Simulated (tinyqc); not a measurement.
What each value does: bond-orbital model of a tetrahedral semiconductor (Harrison's universal couplings).

Hybrid level eh = (es + 3 ep)/4; metallic energy V1 = (ep - es)/4 for each atom; covalent energy V2 = 3.22 hbar^2/(m d^2); polar energy V3 = (ehc - eha)/2; hbar^2/m = 2c, c = hbar^2/2m0. Polarity ap = V3/sqrt(V2^2 + V3^2), covalency ac = V2/sqrt(V2^2 + V3^2). p-p coupling at Gamma Exx = (4/3)(2.22 - 2 x 0.63) hbar^2/(m d^2) = 1.28 hbar^2/(m d^2), s-s coupling Ess = 4 x 1.32 hbar^2/(m d^2).

Constants: hbar^2/2m0 = 3.80998211 eV angstrom^2.

Values chosen for the exercise (near tabulated values for BN; the model gives trends, and its gaps can be far from the real ones; the results hold for these values, not for the real material): esc = -13.43 eV (s level, cation); epc = -8.52 eV (p level, cation); esa = -26.04 eV (s level, anion); epa = -13.77 eV (p level, anion); d = 1.58 angstrom (bond length).

The bond-antibond splitting is 2 sqrt(V2^2 + V3^2). E0 is the upper root of [[esa, 5.28 u], [5.28 u, esc]] less the lower root of [[epa, 1.28 u], [1.28 u, epc]], u = hbar^2/(m d^2).

One parameter was then changed.

Results before and after:
```
case         ap  bond-antibond splitting (eV)  Ev (eV)  E0 (eV)
base     0.3393                        20.897  -15.852   13.423
changed  0.3340                        20.855  -15.852   13.583
```

Which of these changes was made? (a) esa = -25.54 eV; (b) epa = -13.27 eV; (c) esc = -12.93 eV; (d) epc = -8.02 eV; (e) d = 1.63 angstrom.

Answer: (a) esa = -25.54 eV. Of the candidates, run in turn, only this one gives the changed row.

All candidates:
```
case                   ap  bond-antibond splitting (eV)  Ev (eV)  E0 (eV)
base               0.3393                        20.897  -15.852   13.423
esc = -12.93 eV    0.3446                        20.940  -15.852   13.766
epc = -8.02 eV     0.3550                        21.027  -15.746   13.317
esa = -25.54 eV    0.3340                        20.855  -15.852   13.583
epa = -13.27 eV    0.3233                        20.773  -15.467   13.038
d = 1.63 angstrom  0.3584                        19.784  -15.658   12.326
```

Program tinyqc; command `OMP_NUM_THREADS=1 python tinyqc.py 1450406 1450407 out.jsonl`; about 0.01 s on one thread of a shared Intel(R) Xeon(R) Processor @ 2.30GHz.
